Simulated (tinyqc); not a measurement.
Energy and delay of logic against supply voltage: one step of the calculation.

One expression serves below and above threshold: I(Vg) = Ik [ln(1 + exp((Vg - VT + dd V)/(al nf Vt)))]^al, with I_on = I(V) and I_off = I(0). Gate delay td = kd C V/I_on, clock period LD td. Per gate and cycle the switching energy is act C V^2 and the leakage energy I_off V LD td. No short-circuit current, no variation. Minima are sought above 0.09 V; below a few Vt gates no longer switch and the model has no meaning.

Problem. Currents, delay and energies. I_on, I_off, td, clock frequency 1/(LD td), both energies and their sum.

Parameters, values chosen for the exercise; values of the order met in logic technologies:
```
symbol  value  unit                               meaning
T         250     K                           temperature
VT       0.39     V  threshold voltage at zero drain bias
nf       1.07                                slope factor
dd       0.08         barrier lowering per volt of supply
Ik          3    uA            specific current of a gate
al       1.25                 exponent of the current law
C         1.8    fF            load capacitance of a gate
kd        1.1                                delay factor
LD         16                                 logic depth
act       0.2                             activity factor
V        0.88     V                        supply voltage
```

Constants: q = 1.602176634e-19 C, kB = 1.380649e-23 J/K, Vt = kB T/q. Results are converted to the units shown.

Find: I_on; I_off; td; clock frequency; switching energy; leakage energy; energy.

Solution.

I_on = 122.5 uA
I_off = 0.002856 nA
td = 14.22 ps
clock frequency = 4.395 GHz
switching energy = 278.8 aJ
leakage energy = 5.718e-4 aJ
energy = 278.8 aJ

I_on/I_off = 4.29e7; leakage makes up 2.05e-4 % of the energy.

Range of the model: At a supply of a few Vt gates lose their noise margin, and variation, left out here, decides whether they work.

Computed by the program tinyqc: `OMP_NUM_THREADS=1 python tinyqc.py 2082023 2082024 out.jsonl`, one thread of a shared Intel Xeon 2.30GHz, about 0.01 s for the whole run.
